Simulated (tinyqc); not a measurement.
Anneal temperature: kinetics of strain relaxation and threading dislocations in mismatched semiconductor layers. Computed by tinyqc, a small Python program. Command: `OMP_NUM_THREADS=1 python tinyqc.py 3013807 3013808 out.jsonl threading walk`. One thread of a shared host (Intel(R) Xeon(R) Processor @ 2.30GHz), about 0.01 s of CPU time with the checks.

60-degree dislocations on {111} planes of a (001) layer, isotropic elasticity. The Schmid factor is 1/sqrt(6), and a misfit segment relieves strain with b/2.

Inputs (values chosen for the exercise, modelled on Si(0.8)Ge(0.2) on Si):
```
quantity,value,unit
misfit f,0.00771,-
shear modulus G,63.2,GPa
Poisson ratio nu,0.27,-
Burgers vector b,3.88,angstrom
glide activation energy Q,2.07,eV
velocity prefactor v0,32000,m/s per MPa
layer thickness h,92,nm
anneal temperature T,712,K
anneal time t,550,s
initial thread density rho_0,6.9e+07,1/cm^2
multiplication constant delta,4300,1/m
```

Sources: fixed density of threads.

Constants: k_B = 8.617333262e-05 eV/K.

Method:
- Excess resolved stress tau = (1/sqrt 6) [2 G (1 + nu)/(1 - nu)] (e - e_eq), e_eq = b (1 - nu/4) [ln(h/b) + 1]/(4 pi (1 + nu) h), the Matthews-Blakeslee strain of an uncapped layer; glide velocity v = v0 tau exp(-Q/(k_B T)), tau in MPa.
- Threads run in two directions, so de/dt = -(b/4) rho v, with rho fixed. With x = e - e_eq, x0 = f - e_eq (fully strained at t = 0) and v = m S x (m the mobility, S x = tau): x = x0 exp(-t/t_r), t_r = 4/(b rho_0 m S).
- The half time is that at which x = x0/2.

half time = 1618.33 s

excess stress tau = 549.061 MPa

equilibrium strain e_eq = 0.00159399

After the time t:
```
T (K),first velocity (micrometre/s),relieved (%),threads (1/cm^2),half time (s)
645,1.1765e-03,0.706,6.90e+07,5.3836e+04
666,3.8071e-03,2.265,6.90e+07,1.6637e+04
691,1.4038e-02,8.102,6.90e+07,4.5119e+03
712,3.9139e-02,20.988,6.90e+07,1.6183e+03
736,1.1760e-01,50.727,6.90e+07,5.3862e+02
751,2.2569e-01,74.292,6.90e+07,2.8065e+02
774,5.8384e-01,97.022,6.90e+07,1.0849e+02
810,2.3192e+00,100.000,6.90e+07,2.7311e+01
```

What does the comparison show, and why?

The half time follows exp(Q/(k_B T)), a decade for each 52 K near 736 K. Relief goes from 21 % at 712 K to 74.3 % at 751 K: with a fixed density the onset is gradual, and more threads relax the layer sooner. Caution: rows with more than 50 % relieved leave out blocking by crossing misfit lines, which slows real layers.

Extremes, crossings and ranges named in words are read from the listed rows.
